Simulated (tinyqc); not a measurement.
Weak-field and exact binding: hydrogenic impurity: series, fields, screening, photoionisation and donor-acceptor pairs. Computed by tinyqc, a small Python program. Command: `OMP_NUM_THREADS=1 python tinyqc.py 3024178 3024179 out.jsonl hydrogenic walk`. One thread of a shared host (Intel(R) Xeon(R) Processor @ 2.30GHz), about 0.01 s of CPU time with the checks.

One isotropic, parabolic band. Effective units: Ry* and a*, in which H = -nabla^2 - 2/r.

Inputs (values chosen for the exercise, modelled on GaN): electron mass m = 0.197 m_0; dielectric constant eps = 9.69; magnetic field B = 7.1 T.

Parts treated: magnetic field and photoionisation.

Constants: Ry = 13.605693123 eV; a_0 = 0.529177210903 angstrom; h x 1 THz = 4.135667696 meV; mu_B = 5.7883818060e-05 eV/T.

Method:
- Ry* = Ry m/eps^2, a* = a_0 eps/m; level n is bound by Ry*/n^2; <r> = (3/2) a* in 1s; lines 1s -> np at Ry* (1 - 1/n^2); 1 THz = 4.135667696 meV.
- gamma = hbar omega_c/(2 Ry*) = mu_B B/(m Ry*). For m_z = 0, H = -nabla^2 - 2/r + gamma^2 rho^2/4, and the band edge moves to gamma Ry*. Basis: exp(-al rho^2 - be z^2), al_k = 0.02 x 2.4^k + gamma/4 x c with k = 0..11, be_k = 0.02 x 2.4^k and c = 0, 0.5, 1 (36 functions). With A = al_i + al_j, B = be_i + be_j (not the field) and the common factor pi^(3/2) dropped: S = 1/(A sqrt(B)), kinetic S (4 al_i al_j/A + 2 be_i be_j/B), <rho^2> = S/A, <1/r> = (2/sqrt(pi)) atanh(u)/(A u), u = sqrt(1 - B/A), which is (2/sqrt(pi))/A when A = B; overlap eigenvalues below 1e-11 are dropped. Binding = (gamma - E) Ry*; the spin term shifts level and edge alike.
- Perturbation theory: E = -1 + gamma^2/2 - (53/96) gamma^4 Ry*.

gamma = 0.0730819

Ry* = 28.5456 meV

Ground level (Ry*):

| gamma | B (T) | basis | second order | fourth order | binding |
|---|---|---|---|---|---|
| 0.0073 | 0.709 | -0.99997 | -0.99997 | -1.0000 | 1.0073 |
| 0.0180 | 1.749 | -0.99983 | -0.99984 | -0.9998 | 1.0178 |
| 0.0370 | 3.595 | -0.99931 | -0.99932 | -0.9993 | 1.0363 |
| 0.0730 | 7.092 | -0.99734 | -0.99734 | -0.9974 | 1.0703 |
| 0.1500 | 14.573 | -0.98900 | -0.98875 | -0.9890 | 1.1390 |
| 0.2900 | 28.174 | -0.96093 | -0.95795 | -0.9619 | 1.2509 |
| 0.3000 | 29.145 | -0.95837 | -0.95500 | -0.9595 | 1.2584 |
| 0.5000 | 48.576 | -0.89441 | -0.87500 | -0.9095 | 1.3944 |
| 0.7000 | 68.006 | -0.81144 | -0.75500 | -0.8876 | 1.5114 |
| 1.0000 | 97.151 | -0.66233 | -0.50000 | -1.0521 | 1.6623 |

Second order stays within 1 % of the basis value up to gamma = 0.30 of those listed and fourth order up to 0.30; beyond, the truncated (asymptotic) series fails, while the binding keeps growing slowly, to 1.66 Ry* at gamma = 1.0.
